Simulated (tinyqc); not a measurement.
# Resistance of a tapered via with liner, size effect and interface: two fill metals against the diameter

A round via whose diameter grows from db at the bottom as D(z) = db + 2 z/tan(ang). The fill, of diameter D - 2 tl, starts above the bottom liner (thickness fb tl) and has rho = rho0 (1 + ks lam/(D - 2 tl)); the sidewall liner conducts in parallel with it. The bottom liner and the interface are crossed over the full area pi db^2/4. Spreading in the lines above and below is left out.

Slices between z0 = fb tl and hv, evaluated at their midpoints: conductance per length pi/4 [(D - 2 tl)^2/rho + (D^2 - (D - 2 tl)^2)/rl], slice resistance = slice height over that. 2000 slices. R_fill = sum of the slices; R_bottom = rl fb tl/(pi db^2/4); R_interface = ri/(pi db^2/4). The second fill has rho2, lam2 and tl2 in place of rho0, lam and tl.

Values chosen for this exercise; fill metal close to molybdenum: height hv = 21 nm; sidewall angle ang = 89 degrees; bulk resistivity of the fill rho0 = 5.35 uohm cm; mean free path of the fill lam = 10.9 nm; size-effect factor ks = 1.4; liner on the sidewall tl = 0.5 nm; liner at the bottom over that on the sidewall fb = 0.7; resistivity of the liner rl = 400 uohm cm; interface resistivity at the bottom ri = 5.2e-13 ohm cm^2; ballistic conductance per area, about 3/(4 rho0 lam) Sb = 1.3e15 S/m^2; bulk resistivity of the second fill (close to ruthenium) rho2 = 8 uohm cm; its mean free path lam2 = 6.52 nm; its liner tl2 = 0.4 nm.

Result of one run:

| R, first fill (ohm) | R, second fill (ohm) | ratio second/first |
|---|---|---|
| 236.1 | 219.2 | 0.9284 |

Which diameter at the bottom db gave this result: 6, 12, 17, 49 or 70 nm?

db = 6 nm.

The whole series:

| db (nm) | R, first fill (ohm) | R, second fill (ohm) | ratio second/first |
|---|---|---|---|
| 6 | 236.1 | 219.2 | 0.9284 |
| 8.5 | 91.80 | 89.29 | 0.9726 |
| 12 | 38.20 | 38.45 | 1.007 |
| 17 | 16.51 | 17.05 | 1.033 |
| 24 | 7.459 | 7.852 | 1.053 |
| 35 | 3.227 | 3.448 | 1.069 |
| 49 | 1.560 | 1.683 | 1.079 |
| 70 | 0.7337 | 0.7975 | 1.087 |
| 100 | 0.3491 | 0.3815 | 1.093 |

The ratio goes from 0.928 to 1.09. The two fills give the same R at db = 11.1 nm; below it the second gives the lower R. Ratios within a few per cent of 1 are a tie, given that ballistic terms are left out.

tinyqc, about 0.01 s, one thread, Intel Xeon 2.30GHz (shared host): `OMP_NUM_THREADS=1 python tinyqc.py 2750058 2750059 out.jsonl`
